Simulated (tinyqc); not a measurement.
Inside a calculation. Method: Hubbard chain of 3 sites. One step of it, computed by the program tinyqc.

Task: Mean-field iteration 1. H(up) = T + U n(down), H(down) = T + U n(up); fill the lowest levels; n(new) = n + mixing (n(out) - n); E = tr T (rho up + rho down) + U sum n_up n_down of the output.

one-body matrix (hopping and site energies) (eV):
```
,1,2,3
1,-0.370000,-1.380000,0.000000
2,-1.380000,0.060000,-1.380000
3,0.000000,-1.380000,-0.470000
```

U = 6.900000 eV

electrons, up and down: 2  2

mixing = 0.500000

n(up) at the start (a guess, not normalised): 1 0.667000, 2 0.667000, 3 0.667000

n(down) at the start (a guess): 1 0.667000, 2 0.667000, 3 0.667000

Give: levels, up; levels, down; energy; n(up) after iteration 1; n(down) after iteration 1.

Result:

levels, up (eV): 2.455  4.183  6.389

levels, down (eV): 2.455  4.183  6.389

energy = 4.603 eV

n(up) after iteration 1: 1 0.719, 2 0.553, 3 0.729

n(down) after iteration 1: 1 0.719, 2 0.553, 3 0.729
